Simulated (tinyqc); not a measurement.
Size of the test strain: deformation potentials from a strained empirical pseudopotential.

Diamond lattice, no spin-orbit coupling. Atomic form factor V(q) = a1 (q^2 - a2)/(a3 exp(a4 q^2) - 1) in rydberg with q in 1/bohr, for the unstrained cell. Under a strain e the reciprocal vectors and k go over into (1 + e)^(-1) G, the atoms sit at +/- tau with tau = (1 + e) a (1,1,1)/8 - zeta a (eyz, ezx, exy)/4, and H(G,G') = c |k + G|^2 delta + (V(q)/det(1 + e)) cos(q.tau), q = G - G', with the term q = 0 left out; c = hbar^2/2m0. The basis is fixed before straining: all G with |k + G|^2 up to 16 (2 pi/a)^2. k is given in units of 2 pi/a of the unstrained cell.

Constants: hbar^2/2m0 = 3.80998211 eV angstrom^2; Ry = 13.60569312 eV; a0 (Bohr radius) = 0.5291772105 angstrom.

Parameters, chosen for this exercise (out of a larger set: a germanium-sized cell with gaps well above those of Ge; not measured data):
- a = 5.669 angstrom (lattice constant)
- A = (0.397, 2.436, 2.054, 0.459) (a1 (Ry bohr^2), a2 (1/bohr^2), a3, a4 (bohr^2))
- kD = 0.82 2 pi/a (position of the Delta minimum)

e = diag(-h/2, -h/2, h). Xu = [E(Delta z) - E(Delta x)]/(1.5 h) at fixed kD, b = [E(Z) - E(X, Y)]/(4.5 h); one-sided from +h alone, central from +h and -h.

Results (eV):
```
h       Xu one-sided  Xu central  b one-sided  b central
0.0010         7.707       7.710       -2.980     -2.977
0.0025         7.703       7.710       -2.985     -2.977
0.0050         7.696       7.710       -2.993     -2.977
0.0100         7.682       7.711       -3.009     -2.977
0.0200         7.656       7.714       -3.042     -2.977
0.0300         7.631       7.719       -3.075     -2.978
```

What does the comparison show, and why?

From h = 0.001 to 0.03 the one-sided Xu drifts by -0.076 eV and the central one by +0.009 eV; for b the drifts are -0.095 and -0.001 eV. The central difference cancels the term of second order in the strain, so its error goes as h^2. At h = 0.02 the linear law errs by 0.7 % for the valley splitting and 2.2 % for the valence splitting.

tinyqc: `OMP_NUM_THREADS=1 python tinyqc.py 1880531 1880532 out.jsonl`; about 0.2 s, one thread, shared Intel(R) Xeon(R) Processor @ 2.30GHz.
